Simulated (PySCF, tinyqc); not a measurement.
Inside a calculation. Method: RHF in the sto-6g basis, for H3-, spin multiplicity 1. The basis has no diffuse functions, so it cannot describe the extra electron: this is an exercise in the method, not the real anion. The lowest restricted solution is unstable here: a spin-polarised one lies 0.0506 hartree lower (PySCF). Computed by tinyqc, a small Python program that keeps every step (integrals from PySCF). Settings: charge = -1, multiplicity = 1, basis = sto-6g, energy threshold = 1e-08, iteration cap = 75, orthogonalisation = canonical, start = random, DIIS depth = 4, method = RHF. Command: `OMP_NUM_THREADS=1 python tinyqc.py 24633 24634 out.jsonl` (the two numbers bound the seeds that draw the settings). One thread of a shared host (Intel(R) Xeon(R) Processor @ 2.60GHz), about 0.05 s of CPU time with the checks.

Geometry (angstrom):
```
atom         x         y          z
H     0.000000  0.000000   0.000000
H     0.000000  0.000000   1.568000
H     0.000000  1.704000  -0.244000
```

Stop when the energy changes by less than 1e-08 hartree and every element of the error matrix X^T (F D S - S D F) X is below 3e-05.

Course of the cycle:
```
iteration  E (hartree)     change  largest element of the error matrix
1          -0.71850886          -                             1.39e-01
2          -0.95001356  -2.32e-01                             1.15e-01
3          -1.12620361  -1.76e-01                             8.77e-02
4          -1.13525909  -9.06e-03                             6.14e-02
5          -0.62990281   5.05e-01                             1.99e-01
6          -0.74486144  -1.15e-01                             1.74e-01
7          -1.13547738  -3.91e-01                             6.03e-02
8          -1.13181726   3.66e-03                             7.34e-02
9          -0.72100805   4.11e-01                             3.53e-01
10         -1.13912521  -4.18e-01                             5.07e-02
11         -1.14192218  -2.80e-03                             1.18e-02
12         -1.14209812  -1.76e-04                             4.05e-04
13         -1.14209831  -1.95e-07                             5.60e-06
14         -1.14209831  -4.06e-11                             1.83e-07
```

Can the last value be used, and what does the course show?

Yes. Converged in 14 iterations. PySCF RHF in the same basis = -1.14209831 hartree.
